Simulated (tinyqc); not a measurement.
Eight-band Kane k.p model: sweeps and comparisons. A value that a table varies takes the place of the one given here.

Eight-band Kane model, basis S, X, Y, Z times spin, zero of energy at the top of the unstrained valence band, c = hbar^2/2m0. Within each spin: H_SS = Eg + A c k^2, H_SX = i P kx (likewise Y, Z), H_XX = -Dso/3 + L kx^2 + M (ky^2 + kz^2), H_XY = N kx ky, and cyclic. Spin-orbit term (Dso/3) L.sigma on X, Y, Z with (L_k)_ij = -i epsilon_kij: <X+|H|Y+> = -i Dso/3, <X+|H|Z-> = Dso/3, <Y+|H|Z-> = -i Dso/3, <Z+|H|X-> = -Dso/3, <Z+|H|Y-> = i Dso/3, <X-|H|Y-> = i Dso/3, and their conjugates; + and - are the spin along z. Terms from inversion asymmetry are left out, so every level is twofold.

P = sqrt(Ep c); A = 1/me - Ep (Eg + 2 Dso/3)/(Eg (Eg + Dso)) keeps the electron mass; g1' = g1 - Ep/(3 Eg), g2' = g2 - Ep/(6 Eg), g3' = g3 - Ep/(6 Eg) remove the coupling to S that the Luttinger values already hold; L = -c (g1' + 4 g2'), M = -c (g1' - 2 g2'), N = -6 c g3'.

Constants: hbar^2/2m0 = 3.80998211 eV angstrom^2.

Inputs chosen for the exercise (near those of InAs; not measured data): Eg = 0.403 eV (gap at Gamma to the s-like level); Dso = 0.401 eV (spin-orbit splitting); Ep = 21.5 eV (Kane energy); me = 0.0252 m0 (electron mass at Gamma); g1 = 20.02 (Luttinger gamma1); g2 = 8.56 (gamma2); g3 = 9.09 (gamma3); kmax = 0.04 1/angstrom (end of the path).

## Non-parabolicity of the conduction band

Unstrained, along [110], six points up to kmax. Parabolic: E = c k^2/me. Two-band form: E (1 + alpha E) = c k^2/me with alpha = (1 - me)^2/Eg. The column alpha(k) solves that form for alpha with the eight-band energy. Energies from the conduction edge.

Energies:

| \|k\| (1/angstrom) | parabolic (eV) | two-band (eV) | eight-band (eV) | alpha(k) (1/eV) | parabolic / eight-band |
|---|---|---|---|---|---|
| 0.0067 | 0.0067 | 0.0066 | 0.0066 | 2.665 | 1.018 |
| 0.0133 | 0.0269 | 0.0254 | 0.0252 | 2.682 | 1.068 |
| 0.0200 | 0.0605 | 0.0537 | 0.0529 | 2.708 | 1.143 |
| 0.0267 | 0.1075 | 0.0889 | 0.0868 | 2.741 | 1.238 |
| 0.0333 | 0.1680 | 0.1288 | 0.1247 | 2.781 | 1.347 |
| 0.0400 | 0.2419 | 0.1721 | 0.1650 | 2.826 | 1.466 |

alpha = 2.358 1/eV

At the last point the parabola lies a factor 1.47 above the eight-band value, and the two-band form 7.1 meV above it. The parabola stays within 5 % up to |k| = 0.0067 1/angstrom of the points listed. alpha(k) goes from 2.665 to 2.826 1/eV, a spread of 6.0 % over this range; the simple rule gives 2.358, 12 % below the first value, as it knows neither Dso nor the remote terms.

## Four, six or eight bands for the holes

Unstrained, along [100]. Six bands: the X, Y, Z block alone with the full g1, g2, g3 in L, M, N. Four bands: the same with Dso sent to infinity. HH, LH and SO name the pairs from the top.

Valence levels (eV):

| \|k\| (1/angstrom) | HH 4 | HH 6 | HH 8 | LH 4 | LH 6 | LH 8 | SO 6 | SO 8 |
|---|---|---|---|---|---|---|---|---|
| 0.0067 | -0.0005 | -0.0005 | -0.0005 | -0.0063 | -0.0062 | -0.0062 | -0.4044 | -0.4029 |
| 0.0133 | -0.0020 | -0.0020 | -0.0020 | -0.0252 | -0.0245 | -0.0234 | -0.4152 | -0.4087 |
| 0.0200 | -0.0044 | -0.0044 | -0.0044 | -0.0566 | -0.0530 | -0.0486 | -0.4351 | -0.4186 |
| 0.0267 | -0.0079 | -0.0079 | -0.0079 | -0.1006 | -0.0889 | -0.0786 | -0.4670 | -0.4331 |
| 0.0333 | -0.0123 | -0.0123 | -0.0123 | -0.1572 | -0.1279 | -0.1106 | -0.5151 | -0.4528 |
| 0.0400 | -0.0177 | -0.0177 | -0.0177 | -0.2264 | -0.1655 | -0.1425 | -0.5840 | -0.4781 |

At |k| = 0.0400 the heavy holes of the three models span 0.0 meV and the light holes 84.0 meV. The split-off band moves the light hole by +60.9 meV and treating the conduction band exactly moves it by +23.0 meV more; the split-off band matters more here, where the four-band light-hole energy is 0.56 times Dso and 0.56 times Eg.

## What each parameter does

Unstrained; levels at |k| = kmax along [110], all derived values formed anew. Each row changes one parameter from the base and keeps the others.

Results:

| case | conduction (eV) | heavy hole (eV) | light hole (eV) | split-off (eV) |
|---|---|---|---|---|
| base | 0.5680 | -0.0127 | -0.1428 | -0.4806 |
| Eg = 0.3627 eV | 0.5267 | -0.0127 | -0.1433 | -0.4699 |
| Dso = 0.4411 eV | 0.5686 | -0.0127 | -0.1456 | -0.5160 |
| Ep = 23.65 eV | 0.5703 | -0.0127 | -0.1452 | -0.4751 |
| me = 0.0277 m0 | 0.5513 | -0.0127 | -0.1460 | -0.4826 |
| g1 = 18.018 | 0.5709 | -0.0005 | -0.1324 | -0.4695 |
| g2 = 9.416 | 0.5669 | -0.0102 | -0.1428 | -0.4820 |
| g3 = 8.181 | 0.5716 | -0.0211 | -0.1422 | -0.4765 |

The largest shifts from the base row, up to three for each result and ties (the steps differ in size, so this ranks the rows, not the parameters). conduction (eV): Eg -0.0413, me -0.0167, g3 +0.0036. heavy hole (eV): g1 +0.0122, g3 -0.0084, g2 +0.0025; unchanged at the printed digits by Eg, Dso, Ep and me. light hole (eV): g1 +0.0104, me -0.0032, Dso -0.0028; unchanged at the printed digits by g2. split-off (eV): Dso -0.0354, g1 +0.0111, Eg +0.0107.

Computed by tinyqc, a small Python program: `OMP_NUM_THREADS=1 python tinyqc.py 1081486 1081487 out.jsonl` (the numbers bound the seed that draws the inputs); one thread of a shared host (Intel(R) Xeon(R) Processor @ 2.30GHz), about 0.01 s for the whole set of steps.
